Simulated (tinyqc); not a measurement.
Free and trapped electrons in a MOS channel with a dense trap tail: one step of the calculation.

p-type body, charge-sheet picture, full ionisation (an idealisation for deep acceptors), Boltzmann statistics for free electrons. e = Ec - EF at the surface. Acceptor-like traps of density D(E) = D0 + De exp(-E/Ew) at depth E below Ec, from 0 to Eu, hold n_t = integral of D(E)/(1 + exp((e - E)/Vt)). psi = Eg - Vt ln(Nv/Na) - e; N_dep = sqrt(2 eps0 eps_r Na (psi - Vt)/q); n_f = sqrt(N_dep^2 + 2 eps0 eps_r Vt Nc exp(-e/Vt)/q) - N_dep; Vg = Vfb + psi + q (N_dep + n_t + n_f)/Cox, Cox = eps0 eox/tox.

Problem. Trapped charge. Trapezoid rule on 15 equal steps from 0 to Eu, f = 1/(1 + exp((e - E)/Vt)).

Parameters, values chosen for the exercise; band and dielectric values close to those of silicon:

| symbol | value | unit | meaning |
|---|---|---|---|
| T | 300 | K | temperature |
| D0 | 1.5e11 | cm^-2 eV^-1 | constant background density of acceptor-like traps |
| De | 3.4e13 | cm^-2 eV^-1 | density of the tail at the conduction edge |
| Ew | 0.11 | eV | decay energy of the tail |
| Eu | 0.6 | eV | depth below Ec down to which the traps reach |
| e | 0.116 | eV | Ec - EF at the surface |

Constants: q = 1.602176634e-19 C, kB = 1.380649e-23 J/K, Vt = kB T/q. Results are converted to the units shown.

Give: E; D(E) f; n_t.

Solution.

| point | E (eV) | D(E) f (cm^-2 eV^-1) |
|---|---|---|
| 0 | 0 | 3.8003e11 |
| 1 | 0.040000 | 1.1945e12 |
| 2 | 0.080000 | 3.2994e12 |
| 3 | 0.12000 | 6.2322e12 |
| 4 | 0.16000 | 6.8418e12 |
| 5 | 0.20000 | 5.4571e12 |
| 6 | 0.24000 | 3.9538e12 |
| 7 | 0.28000 | 2.8119e12 |
| 8 | 0.32000 | 2.0031e12 |
| 9 | 0.36000 | 1.4386e12 |
| 10 | 0.40000 | 1.0458e12 |
| 11 | 0.44000 | 7.7273e11 |
| 12 | 0.48000 | 5.8289e11 |
| 13 | 0.52000 | 4.5092e11 |
| 14 | 0.56000 | 3.5918e11 |
| 15 | 0.60000 | 2.9541e11 |

n_t = 1.4713e12 cm^-2

Computed by the program tinyqc: `OMP_NUM_THREADS=1 python tinyqc.py 2222105 2222106 out.jsonl`, one thread of a shared Intel Xeon 2.30GHz, about 0.02 s for the whole run.
